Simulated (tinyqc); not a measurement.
Pressure-driven transition between two phases with analytic equations of state: one step, computed by the program tinyqc. Command: `OMP_NUM_THREADS=1 python tinyqc.py 3001375 3001376 out.jsonl transition walk`. One thread of a shared host (Intel(R) Xeon(R) Processor @ 2.30GHz), about 0.03 s of CPU time with the checks.

Each phase obeys E = E0 + (9 V0 B0/16) [y^3 B' + y^2 (2 - 4 y)], y = (V0/V)^(2/3) - 1; P = (3 B0/2) (x^7 - x^5) [1 + (3/4)(B' - 4)(x^2 - 1)], x = (V0/V)^(1/3); E0 = 0 for phase 1 and Delta E0 for phase 2. H = E + P V.

Task: One Newton step. At the estimate, solve P(V) = P for each phase, form H, and step P(new) = P - (H_2 - H_1)/(V_2 - V_1), since dH/dP = V.

Inputs (values chosen for the exercise, for two model phases):
```
quantity                                   value             unit
volume V0 of phase 1                        23.3  angstrom^3/atom
B0 of phase 1                               79.1              GPa
B' of phase 1                                5.2                -
volume V0 of phase 2                        19.9  angstrom^3/atom
B0 of phase 2                               80.4              GPa
B' of phase 2                               4.45                -
energy of phase 2 above phase 1, Delta E0   0.11          eV/atom
```

Equation of state: Birch-Murnaghan.

rigid estimate = 5.183513 GPa

Constants: 1 eV/angstrom^3 = 160.2176634 GPa.

Give: V_1; H_1; V_2; H_2; next pressure.

Result:

V_1 = 22.02 angstrom^3

H_1 = 0.7319 eV

V_2 = 18.80 angstrom^3

H_2 = 0.7352 eV

next pressure = 5.344 GPa
